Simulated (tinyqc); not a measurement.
# Punch-through p+-n junction, ionisation integral and breakdown: effect of the drift doping

A p+ layer at x < 0 and an n drift layer from x = 0 to L on an n+ substrate. Depletion approximation, built-in voltage neglected. Local ionisation coefficients alpha_n = an exp(-(bn/E)^mx), alpha_p = ap exp(-(bp/E)^mx). Electrons move towards +x, holes towards x = 0.

W = sqrt(2 eps0 eps_r V/(q N)), peak field E0 = q N W/(eps0 eps_r), falling linearly to 0 at W; if W > L the layer is punched through: W = L, E0 = V/L + q N L/(2 eps0 eps_r), falling linearly to E1 = V/L - q N L/(2 eps0 eps_r). G(x) = integral from 0 to x of (alpha_n - alpha_p); I_n = integral of alpha_n exp(-G) (electrons injected at x = 0), I_p = integral of alpha_p exp(G(end) - G) (holes injected at the far edge); M = 1/(1 - I). Integrals on a fine grid; BV is where I_n = 1. Specific on-resistance Ron = L/(q mu N) with constant mobility and full ionisation.

Values chosen for this exercise; material values close to those of 4H silicon carbide: relative permittivity eps_r = 9.8; prefactor of the electron ionisation coefficient an = 1.77e8 1/cm; field constant for electrons bn = 3.41e7 V/cm; prefactor of the hole ionisation coefficient ap = 3.47e8 1/cm; field constant for holes bp = 2.6e7 V/cm; exponent mx = 1; electron mobility of the drift layer mu = 880 cm^2/(V s); thickness of the drift layer L = 0.94 um.

Constants: q = 1.602176634e-19 C, eps0 = 8.8541878128e-14 F/cm where lengths are in cm. Results are converted to the units shown.

Effect of the drift doping:

| N (cm^-3) | BV (V) | E0 at BV (kV/cm) | W at BV (um) | Ron (mohm cm^2) | BV^2/Ron (MW/cm^2) | eps0 eps_r mu E0^3/4 (MW/cm^2) |
|---|---|---|---|---|---|---|
| 9.2e15 | 268 | 2.94e3 | 0.940 | 0.0725 | 994 | 4.83e3 |
| 1.8e16 | 268 | 3.01e3 | 0.940 | 0.0370 | 1.94e3 | 5.19e3 |
| 3.4e16 | 266 | 3.12e3 | 0.940 | 0.0196 | 3.60e3 | 5.81e3 |
| 6.5e16 | 257 | 3.30e3 | 0.940 | 0.0103 | 6.44e3 | 6.86e3 |
| 1.2e17 | 232 | 3.50e3 | 0.940 | 0.00556 | 9.65e3 | 8.22e3 |
| 2.4e17 | 160 | 3.77e3 | 0.850 | 0.00278 | 9.23e3 | 1.02e4 |
| 4.6e17 | 96.4 | 4.05e3 | 0.476 | 0.00145 | 6.41e3 | 1.27e4 |
| 8.8e17 | 58.7 | 4.37e3 | 0.269 | 7.58e-4 | 4.54e3 | 1.59e4 |

Read the table: what changes, and by how much?

BV falls from 268 to 58.7 V while the critical field rises from 2940 to 4370 kV/cm. BV goes as N^(0.00) between the first two rows and N^(-0.77) between the last two (a coefficient proportional to E^7 gives -0.75 without punch-through). BV^2/Ron goes from 994 through a maximum of 9650 (at N = 1.2e17 among the rows listed) to 4540 MW/cm^2; the layer is punched through at breakdown in 5 of the 8 rows. For N = 4.6e17, 8.8e17 the layer is under 0.5 um wide or BV under 82 V, so dead space, tunnelling and the built-in voltage, all left out, matter.

Numbers from tinyqc (`OMP_NUM_THREADS=1 python tinyqc.py 2120033 2120034 out.jsonl`; about 0.1 s on one thread of a shared Intel Xeon 2.30GHz).
